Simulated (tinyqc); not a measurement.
Starting guesses with plain Roothaan steps: SCF starting guesses in the 6-311g basis, for H2+, spin multiplicity 2. Computed by the program tinyqc with PySCF. UHF with one setting changed at a time; a run stops when the energy changes by less than 1e-09 hartree and the error matrix is below 1e-5. Starts: the lowest orbitals of the core Hamiltonian, of the Wolfsberg-Helmholz matrix (K = 1.75), projected atomic densities, random orbitals, and the highest orbitals of the core Hamiltonian (a deliberately bad start).

Geometry (angstrom):

| atom | x | y | z |
|---|---|---|---|
| H | 0.0000 | 0.0000 | 0.0000 |
| H | 0.0000 | 0.0000 | 0.9990 |

lowest solution found by these runs and by PySCF with stability checks = -0.589773 hartree

Largest element of the error matrix X^T (FDS - SDF) X:

| iteration | core | Wolfsberg-Helmholz | atomic densities | random | highest core orbitals |
|---|---|---|---|---|---|
| 1 | 1.1e-15 | 2.3e-01 | 4.4e-02 | 3.2e-01 | 1.8e-15 |
| 2 | 8.8e-16 | 5.2e-02 | 1.5e-02 | 4.3e-02 | 3.4e-02 |
| 3 | - | 1.3e-02 | 4.1e-03 | 1.3e-02 | 8.8e-03 |
| 4 | - | 3.4e-03 | 1.2e-03 | 5.2e-03 | 2.5e-03 |
| 5 | - | 9.4e-04 | 3.4e-04 | 2.3e-03 | 7.2e-04 |
| 6 | - | 2.6e-04 | 9.7e-05 | 9.9e-04 | 2.1e-04 |
| 8 | - | 2.1e-05 | 7.9e-06 | 2.0e-04 | 1.7e-05 |
| 10 | - | 1.7e-06 | - | 4.3e-05 | 1.4e-06 |

How each run ends:

| run | iterations | E (hartree) | state |
|---|---|---|---|
| core | 2 | -0.589773 | lowest found |
| Wolfsberg-Helmholz | 10 | -0.589773 | lowest found |
| atomic densities | 9 | -0.589773 | lowest found |
| random | 13 | -0.589773 | lowest found |
| highest core orbitals | 10 | -0.589773 | lowest found |

What does the comparison show, and why?

5 of 5 runs reach the lowest solution found, in 2 to 13 iterations (fastest: core). The first errors are 1e-15, 2e-01, 4e-02, 3e-01, 2e-15.
